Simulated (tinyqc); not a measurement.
Displacements against temperature: thermal displacements in the Debye model: Debye-Waller factors, bond-length spread and the Lindemann rule. Computed by tinyqc, a small Python program. Command: `OMP_NUM_THREADS=1 python tinyqc.py 3009360 3009361 out.jsonl debyewaller walk`. One thread of a shared host (Intel(R) Xeon(R) Processor @ 2.30GHz), about 0.01 s of CPU time with the checks.

A Debye spectrum with three branches of one velocity, cut at k_B Theta; 2 atoms per cube, nearest neighbours at d = 0.866025 a.

Inputs (values chosen for the exercise, modelled on tungsten):
```
quantity                  value      unit
atomic mass M            183.84         u
Debye temperature Theta     338         K
lattice constant a        3.165  angstrom
temperature T               300         K
```

Structure: bcc.

reflection (h k l): 2  1  1

Constants: hbar^2/u = 4.18015928e-03 eV angstrom^2; k_B = 8.617333262e-05 eV/K.

Method:
- <u_x^2> = (3 hbar^2/(2 M k_B Theta)) int_0^1 s coth(s Theta/(2T)) ds (64 Gauss-Legendre points); it tends to 3 hbar^2/(4 M k_B Theta) at T = 0 and to 3 hbar^2 T/(M k_B Theta^2) at high T.
- B = 8 pi^2 <u_x^2>.
- G = 2 pi sqrt(h^2 + k^2 + l^2)/a; the intensity is multiplied by exp(-2W), 2W = G^2 <u_x^2>; the loss goes into thermal diffuse scattering.
- Correlated Debye model: sigma^2 = (3 hbar^2/(M k_B Theta)) int_0^1 s coth(s Theta/(2T)) [1 - sin(s q_D R)/(s q_D R)] ds for two atoms at distance R, q_D = (6 pi^2 n)^(1/3), n atoms per volume; uncorrelated motion would give 2 <u_x^2>.
- The correlation is 1 - sigma^2/(2 <u_x^2>); exp(-2W) uses 2W = G^2 <u_x^2>.

|G| = 4.86275 1/angstrom

Displacements (angstrom^2):
```
T (K)     <u_x^2>   classical  sigma^2 at d  sigma^2 at 2d  exp(-2W)
10     5.8887e-04  6.9290e-05    9.8417e-04      0.0011192   0.98617
34     6.2447e-04  2.3558e-04    9.9209e-04      0.0011415   0.98534
68     7.3748e-04  4.7117e-04     0.0010651      0.0012812   0.98271
120     0.0010019  8.3147e-04     0.0013203      0.0016758   0.97659
190     0.0014288   0.0013165     0.0017911      0.0023466   0.96678
270     0.0019510   0.0018708     0.0023935      0.0031804   0.95491
410     0.0028941   0.0028409     0.0035032      0.0046963   0.93385
610     0.0042626   0.0042267     0.0051289      0.0069030   0.90412
740     0.0051571   0.0051274     0.0061952      0.0083471   0.88520
```

What follows from these numbers?

The classical line is within 5 % from T = 270 K (T/Theta = 0.80) on. The correlation of nearest neighbours grows from 0.16 to 0.40, since thermal motion weights long waves, which move neighbours together, more than zero-point motion does; at 2d it ends at 0.19. The reflection keeps 99 % of its intensity at the lowest T and 89 % at the highest.

Extremes, crossings and ranges named in words are read from the listed rows.
